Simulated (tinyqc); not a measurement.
Inside a calculation. Model: hydrogen passivation of interface dangling bonds: competing passivation and dissociation with distributed barriers. Computed by tinyqc, a small Python program that keeps every step. Command: `OMP_NUM_THREADS=1 python tinyqc.py 3026417 3026418 out.jsonl passiv walk`. One thread of a shared host (Intel(R) Xeon(R) Processor @ 2.30GHz), about 0.02 s of CPU time with the checks. Intermediate numbers are printed to about 5 digits and carried at full precision; extremes and crossings named in words are read from the listed rows.

P_b + H2 gives P_bH + H at the rate k_f [H2]; P_bH gives P_b + H at the rate k_d. All defects start unpassivated. E_f and E_d are Gaussian and independent.

Inputs (values chosen for the exercise, close to those used for P_b centres at the silicon-oxide interface): defect density N0 = 4.3e+12 1/cm^2; passivation prefactor k_f0 = 2.2e-07 cm^3/s; mean passivation barrier E_f = 1.66 eV; spread sigma_f = 0.081 eV; dissociation prefactor k_d0 = 1.5e+13 1/s; mean dissociation barrier E_d = 2.57 eV; spread sigma_d = 0.1 eV; H2 in the oxide per atm, solubility factor = 9.7e+17 1/(cm^3 atm); hydrogen pressure p = 10 atm; anneal temperature T = 300 C; anneal time t = 980 s; oxide thickness = 5.8 nm.

Constants: k_B = 8.617333262e-05 eV/K; e = 1.602176634e-19 C; eps_0 = 8.8541878128e-12 F/m.

## Single barriers

[H2] = solubility factor x p; a = k_f0 [H2] exp(-E_f/(k_B T)), d = k_d0 exp(-E_d/(k_B T)). For one pair of barriers the active share is y = [d + a exp(-(a + d) t)]/(a + d). Temperatures in kelvin are T(C) + 273.15.

passivation rate a = 0.0054027 1/s

dissociation rate d = 3.7824e-10 1/s

a t = 5.2946

steady active share d/(a + d) = 7.0009e-08

active share, single barriers = 0.0050184

Passivation is well advanced.

## Distributed barriers

Average y over both Gaussians with 40 x 40 Gauss-Hermite points. Active density N0 y; threshold shift if each active defect holds one charge, e N0 y t_ox/(3.9 eps_0).

active share y = 0.13539

active density = 5.8217e+11 1/cm^2

threshold shift = 156.67 mV

The spread changes the remainder by a factor 27.0: sigma_f/(k_B T) = 1.64 and sigma_d/(k_B T) = 2.02.

## Best anneal temperature for this time and pressure

Minimise the averaged y over T between 150 and 900 C: find where ln y is equal at T - 0.05 and T + 0.05 C; T is rounded to 0.1 C.

best temperature = 410.2 C

least active share = 1.6314e-05

Caution: a least active share below 1e-3 is a property of the model; measured passivation levels off well above it. Caution: atomic hydrogen, which both passivates and depassivates, and further passivation during cooling are left out.

## Isochronal anneals

The formulas are those given above.

Active share after the time t:
```
T (C)     a (1/s)     d (1/s)  single barriers  distributed
200    4.4425e-06  6.3332e-15       9.9566e-01   9.7564e-01
250    2.1754e-04  2.6178e-12       8.0800e-01   6.8200e-01
300    5.4027e-03  3.7824e-10       5.0184e-03   1.3539e-01
350    8.0132e-02  2.4604e-08       3.0704e-07   3.3391e-03
400    7.9618e-01  8.6073e-07       1.0811e-06   1.9689e-05
450    5.7586e+00  1.8418e-05       3.1983e-06   2.6929e-05
500    3.2247e+01  2.6518e-04       8.2235e-06   5.3003e-05
600    5.5944e+02  2.1988e-02       3.9301e-05   1.6917e-04
700    5.3993e+03  7.3536e-01       1.3618e-04   4.4013e-04
800    3.4153e+04  1.2786e+01       3.7424e-04   9.7939e-04
```

The distributed share is least at 400 C among these rows, 2.0e-5, and the search puts the optimum at 410.2 C. On the cold side defects with high E_f survive; on the hot side dissociation, with the larger barrier, gains on passivation with an energy E_d - E_f = 0.91 eV. In that row single barriers give 1.1e-6, so the spread raises the floor. Caution: shares below about 1e-3 in these rows are formal; measured passivation levels off well above them.

Checks made by the program: Gauss-Hermite average against a fine uniform grid (relative difference 2e-05).
